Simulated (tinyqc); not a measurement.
Bound state in one dimension: Numerov shooting, finite differences, DVR, step by step. Computed by tinyqc, a small Python program that keeps every step. Settings: points = 48. Command: `OMP_NUM_THREADS=1 python tinyqc.py 22796 22797 out.jsonl` (the two numbers bound the seeds that draw the settings). One thread of a shared host (Intel(R) Xeon(R) Processor @ 2.60GHz), about 0.01 s of CPU time with the checks.

## Numerov steps at E = 0.1

One particle of mass 1 in V = 0.6^2 x^2/2 + 0 x^4 (atomic units), psi = 0 at both ends:
```
parameter                 value
left end              -4.500000
right end              4.500000
intervals                    48
h                      0.187500
state sought (nodes)          3
```

k_i = 2 m (E - V_i); (1 + h^2 k_(i+1)/12) y_(i+1) = 2 (1 - 5 h^2 k_i/12) y_i - (1 + h^2 k_(i-1)/12) y_(i-1), from y_0 = 0, y_1 = 0.001.

Points along the way:
```
i         x       V        k       y
0   -4.5000  3.6450  -7.0900  0.0000
1   -4.3125  3.3476  -6.4952  0.0010
2   -4.1250  3.0628  -5.9256  0.0022
3   -3.9375  2.7907  -5.3814  0.0039
4   -3.7500  2.5312  -4.8625  0.0064
5   -3.5625  2.2845  -4.3689  0.0099
16  -1.5000  0.4050  -0.6100  0.2941
17  -1.3125  0.3101  -0.4202  0.3560
18  -1.1250  0.2278  -0.2556  0.4231
19  -0.9375  0.1582  -0.1164  0.4940
20  -0.7500  0.1013  -0.0025  0.5669
21  -0.5625  0.0570   0.0861  0.6398
```

## Bisection on the node count

With more sign changes than the state has nodes (the last point included) the energy is too high, else too low; the bracket starts as 0.1 to 12.

Trials:
```
trial         E  sign changes  y at the right end   next
1      6.050000             8            9.94e-04  lower
2      3.075000             5           -9.16e-03  lower
3      1.587500             3           -6.33e-02  raise
4      2.331250             4            2.31e-02  lower
5      1.959375             3           -4.00e-02  raise
6      2.145313             4            5.73e-03  lower
7      2.052344             3           -1.42e-02  raise
8      2.098828             3           -3.34e-03  raise
9      2.122070             4            1.43e-03  lower
10     2.110449             3           -8.94e-04  raise
11     2.116260             4            2.84e-04  lower
12     2.113354             3           -3.01e-04  raise
13     2.114807             3           -7.98e-06  raise
14     2.115533             4            1.38e-04  lower
...         ...           ...                 ...    ...
29     2.114847             3           -1.29e-09  raise
30     2.114847             4            9.41e-10  lower
31     2.114847             3           -1.74e-10  raise
```

eigenvalue = 2.114847 hartree

## The same grid by other methods

Three-point finite differences and the sine-DVR kinetic matrix of Colbert and Miller on the same points.

Lowest levels (hartree):
```
state  finite differences     DVR
0                  0.2996  0.3000
1                  0.8983  0.9003
2                  1.4974  1.5026
3                  2.1046  2.1149
4                  2.7389  2.7577
5                  3.4293  3.4623
```
